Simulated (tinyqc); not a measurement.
# Dose and depth of a threshold implant

Question. A sheet of D acceptors per cm^2 lies at depth xi inside the depleted layer of a body doped Na. In the depletion approximation VT = Vfb + f2 + q D/Cox + gamma sqrt(f2 + Vsb - q D xi/(eps0 eps_r)), gamma = sqrt(2 eps0 eps_r q Na)/Cox, Cox = eps0 eox/tox. Find gamma, D and xi.

Inputs (values chosen for the exercise); band and dielectric values close to those of silicon:

| symbol | value | unit | meaning |
|---|---|---|---|
| eps_r | 11.8 |  | relative permittivity |
| Na | 1.1e16 | cm^-3 | acceptor density deep in the body |
| eox | 3.9 |  | relative permittivity of the gate insulator (close to silicon dioxide) |
| tox | 2.3 | nm | insulator thickness |
| Vfb | -0.76 | V | flat-band voltage |
| f2 | 0.805 | V | band bending 2 phiF at threshold |

Constants: q = 1.602176634e-19 C, eps0 = 8.8541878128e-14 F/cm where lengths are in cm. Results are converted to the units shown.

VT against the source at Vsb = 0 and 2.8 V (V): 0.14245558  0.18695054

Solution. With y^2 = f2 - q D xi/(eps0 eps_r) and d the difference of the thresholds over gamma, sqrt(y^2 + Vsb) - y = d gives y = (Vsb - d^2)/(2 d). The first threshold then gives D, and y^2 gives xi.

gamma = 0.04042 V^0.5
D = 6.400e11 cm^-2
xi = 29.00 nm

Program tinyqc, `OMP_NUM_THREADS=1 python tinyqc.py 2080105 2080106 out.jsonl`; Intel Xeon 2.30GHz, shared host, one thread, about 0.4 s.
